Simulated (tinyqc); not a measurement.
Index and thickness from Psi and Delta.

Inverse problem. Air (index 1), film, substrate with N2 = n2 - i k2; time factor exp(+i w t). q_j = sqrt(N_j^2 - sin^2 th), root with positive real part. Fresnel coefficients r_s = (q_a - q_b)/(q_a + q_b), r_p = (N_b^2 q_a - N_a^2 q_b)/(N_b^2 q_a + N_a^2 q_b). tan(Psi) exp(i Delta) = R_p/R_s, Delta taken from 0 to 360 degrees. beta = 2 pi d q1/lam, X = exp(-2 i beta), R = (r01 + r12 X)/(1 + r01 r12 X) for p and s. The film is transparent, with 1.15 < n1 < 2.9 and d under half a period. Find n1, d and the period.

Parameters, values chosen for the exercise:
```
symbol  value     unit                                  meaning
lam     632.8       nm                               wavelength
th         75  degrees                       angle of incidence
n2      3.882                            index of the substrate
k2      0.019           extinction coefficient of the substrate
```

Psi = 14.742390 degrees
Delta = 80.228590 degrees

Solution. Two measured angles fix two unknowns; a search from many starts finds one solution in the range given. Thicker films with d plus a multiple of the period give the same angles.

n1 = 1.465
d = 28.00 nm
period = 287.3 nm

Computed by the program tinyqc: `OMP_NUM_THREADS=1 python tinyqc.py 2870167 2870168 out.jsonl`, one thread of a shared Intel Xeon 2.30GHz, about 0.3 s for the whole run.
